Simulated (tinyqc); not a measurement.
Abrupt p-n junction, non-linear Poisson equation by Newton steps: two steps of the calculation.

One dimension, p side on the left, n side on the right; net doping C = -Na for x < 0 and +Nd for x > 0. The potential psi is counted from the intrinsic level, and the quasi-Fermi potentials are flat: 0 for holes and -V for electrons, so n = ni exp((psi + V)/Vt) and p = ni exp(-psi/Vt) (Boltzmann statistics, full ionisation, no current).

Inputs (values chosen for the exercise); band and dielectric values close to those of indium phosphide:
- T = 300 K (temperature)
- Eg = 1.33 eV (band gap)
- eps_r = 12.4 (relative permittivity)
- Nc = 5.76e17 cm^-3 (conduction-band density of states at T)
- Nv = 1.09e19 cm^-3 (valence-band density of states at T)
- Na = 1.6e15 cm^-3 (acceptor density of the p side)
- Nd = 1.9e17 cm^-3 (donor density of the n side)
- V = 0.27 V (bias of the p side against the n side)

Constants: q = 1.602176634e-19 C, kB = 1.380649e-23 J/K, Vt = kB T/q, eps0 = 8.8541878128e-14 F/cm where lengths are in cm. Results are converted to the units shown.

Task 1. Intrinsic density, end potentials and Debye lengths. ni = sqrt(Nc Nv) exp(-Eg/(2 Vt)), Eg in volts; psi_p = -Vt ln(Na/ni), psi_n = Vt ln(Nd/ni) - V; Debye length sqrt(eps0 eps_r Vt/(q N)).

Find: ni; psi_p; psi_n; Debye length, p side; Debye length, n side.

Result 1.

ni = 1.6882e7 cm^-3
psi_p = -0.47482 V
psi_n = 0.32832 V
Debye length, p side = 105.22 nm
Debye length, n side = 9.6561 nm

Task 2. Converged densities, field and charge. n and p as above; field E_i = -(psi_(i+1) - psi_i)/h_i on each interval; charge on either side of the peak Q = eps0 eps_r |E|max (Gauss).

x, node 0 to 15 (nm): [-1980, -961, -465, -223, -104, -45.7, -17.3, -3.4, 3.4, 11, 19.4, 28.8, 39.2, 50.8, 63.7, 78]
converged psi, node 0 to 15 (V): [-0.47482470, -0.47103144, -0.34946407, -0.08328661, 0.09775453, 0.19870853, 0.25303026, 0.28473372, 0.30402276, 0.31633655, 0.32303488, 0.32624168, 0.32758423, 0.32808868, 0.32825900, 0.32832023]
net doping C, node 0 to 15 (cm^-3): [-1.6e15, -1.6e15, -1.6e15, -1.6e15, -1.6e15, -1.6e15, -1.6e15, -1.6e15, 1.9e17, 1.9e17, 1.9e17, 1.9e17, 1.9e17, 1.9e17, 1.9e17, 1.9e17]
ni = 1.6881700e7 cm^-3

Give: n; p; field E; peak |E|; charge Q.

Result 2.

n, node 0 to 15 (cm^-3): [6117, 7083, 7.807e5, 2.312e10, 2.543e13, 1.263e15, 1.033e16, 3.520e16, 7.423e16, 1.195e17, 1.549e17, 1.753e17, 1.847e17, 1.883e17, 1.896e17, 1.900e17]
p, node 0 to 15 (cm^-3): [1.600e15, 1.382e15, 1.254e13, 4.232e8, 3.848e5, 7749, 947.8, 278.0, 131.8, 81.88, 63.19, 55.82, 53.00, 51.97, 51.63, 51.51]
field E, interval 0 to 14 (kV/cm): [-0.04, -2.45, -11.00, -15.21, -17.32, -19.13, -22.81, -28.37, -16.20, -7.97, -3.41, -1.29, -0.43, -0.13, -0.04]
peak |E| = 28.37 kV/cm
charge Q = 31.14 nC/cm^2

Numbers from tinyqc (`OMP_NUM_THREADS=1 python tinyqc.py 2000053 2000054 out.jsonl`; about 0.03 s on one thread of a shared Intel Xeon 2.30GHz).
